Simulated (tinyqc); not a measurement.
# Band bending at a free surface with a continuum of surface states, surface photovoltage and Kelvin probe: effects of single changes

n-type bulk, xi = Ec - EF = Vt ln(Nc/Nd), p0 = ni^2/Nd, ni = sqrt(Nc Nv) exp(-Eg/(2 Vt)), Eg in volts. b is the upward band bending, u = b/Vt. Space charge per area, in units of q: Qc = sign(b) sqrt((2 eps0 eps_r Vt/q) [(Nd + dn)(exp(-u) - 1) + Nd u + (p0 + dn)(exp(u) - 1)]), with dn the excess density under light (flat quasi-Fermi levels; 0 in the dark). The states hold -Ds (E0 - xi - b): negative while the Fermi level lies above the neutrality level. Neutrality: Qc + Qf + (charge of the states) = 0.

Values chosen for this exercise; band and dielectric values close to those of gallium arsenide:
```
symbol    value         unit                                                    meaning
T           300            K                                                temperature
Eg         1.42           eV                                                   band gap
eps_r      12.8                                                   relative permittivity
Nc      4.44e17        cm^-3                     conduction-band density of states at T
Nv      8.89e18        cm^-3                        valence-band density of states at T
chi           4           eV                                          electron affinity
Nd       2.6e15        cm^-3                                              donor density
Qf            0        cm^-2                       fixed positive charge at the surface
pt         5.04           eV                             work function of the probe tip
Ds       4.4e12  cm^-2 eV^-1                                  density of surface states
E0         0.31           eV  depth of their neutrality level below the conduction edge
```

Constants: q = 1.602176634e-19 C, kB = 1.380649e-23 J/K, Vt = kB T/q, eps0 = 8.8541878128e-14 F/cm where lengths are in cm. Results are converted to the units shown.

Each table varies one quantity; the others keep the values above.

## Kelvin-probe contrast of the doping

Work function chi + xi + b; contact potential difference CPD = (work function of the sample) - pt. b solves the neutrality condition in the dark.

Result of one run:
```
Nd (cm^-3),xi (eV),b (V),CPD (mV)
5.6e14,0.1726,0.1309,-736.6
```

What becomes of these results when the donor density Nd is changed from 5.6e14 to 4.4e16 cm^-3, all else the same?

Result of the changed run:
```
Nd (cm^-3),xi (eV),b (V),CPD (mV)
4.4e16,0.05976,0.1799,-800.4
```

The whole series:
```
Nd (cm^-3),xi (eV),b (V),CPD (mV)
9.8e13,0.2176,0.09020,-732.2
2.3e14,0.1956,0.1106,-733.8
5.6e14,0.1726,0.1309,-736.6
1.3e15,0.1508,0.1484,-740.8
3.2e15,0.1275,0.1645,-748.0
7.7e15,0.1048,0.1761,-759.1
1.8e16,0.08287,0.1818,-775.3
4.4e16,0.05976,0.1799,-800.4
```

xi falls by 158 mV over the table and the CPD by 68.2 mV; b goes from 0.0902 through a maximum of 0.182 (at Nd = 1.8e16 cm^-3 among the rows listed) to 0.180 V. Between the first two rows the CPD follows 7.36 % of the change of xi, and between the last two 109 %. It is below 100 % where b rises with the doping (pinning hides it). It exceeds 100 % where b falls as the doping rises.

## Photovoltage against injection

Same model as above.

Under chopped light the surface charge keeps its dark value, so b falls to bL with Qc(bL, dn) = Qc(b, 0); the photovoltage is b - bL.

Results:
```
dn (cm^-3),bL (V),photovoltage (mV),share of b removed (%)
3.5e6,0.1611,1.765e-5,1.096e-5
5.8e7,0.1611,2.925e-4,1.816e-4
9.6e8,0.1611,0.004840,0.003005
1.6e10,0.1610,0.08044,0.04994
4.5e12,0.1476,13.46,8.354
7.4e13,0.1101,50.95,31.63
1.2e15,0.05996,101.1,62.78
2.1e16,0.01985,141.2,87.68
```

Estimate the missing row, dn = 2.7e11 cm^-3.

Computed row:
```
dn (cm^-3),bL (V),photovoltage (mV),share of b removed (%)
2.7e11,0.1598,1.295,0.8039
```

With this row back in the table: The photovoltage rises from 1.77e-5 to 141 mV, towards the full b = 161 mV. Its steepest rise is 41.5 mV a decade (Vt ln 10 = 59.5 mV), and it reaches 87.7 % of b in the last row: even strong light does not flatten the bands fully, so a saturation reading understates b. For dn = 2.1e16 the injection is high, and a Dember voltage, left out here, adds to the signal.

## Pinning by the surface states

Same model as above.

Results:
```
Ds (cm^-2 eV^-1),b (V),xi + b (eV),Qc (cm^-2)
2.4e10,0.005055,0.1379,4.129e9
6.7e10,0.01412,0.1470,1.092e10
5.1e11,0.08495,0.2178,4.700e10
1.4e12,0.1324,0.2653,6.264e10
3.9e12,0.1592,0.2920,7.004e10
1.1e13,0.1705,0.3034,7.295e10
2.9e13,0.1746,0.3074,7.397e10
8.1e13,0.1762,0.3091,7.437e10
```

Estimate the missing row, Ds = 1.8e11 cm^-2 eV^-1.

Computed row:
```
Ds (cm^-2 eV^-1),b (V),xi + b (eV),Qc (cm^-2)
1.8e11,0.03697,0.1699,2.523e10
```

With this row back in the table: b rises from 0.00506 to 0.176 V. The Fermi level moves towards E0 = 0.31 eV and is within 0.918 meV of it in the last row; it is half-way there at the Ds that solves Ds b = Qc(b) + Qf with b = (E0 - xi)/2, 5.46e11 cm^-2 eV^-1.

tinyqc, about 0.01 s, one thread, Intel Xeon 2.30GHz (shared host): `OMP_NUM_THREADS=1 python tinyqc.py 2430023 2430024 out.jsonl`
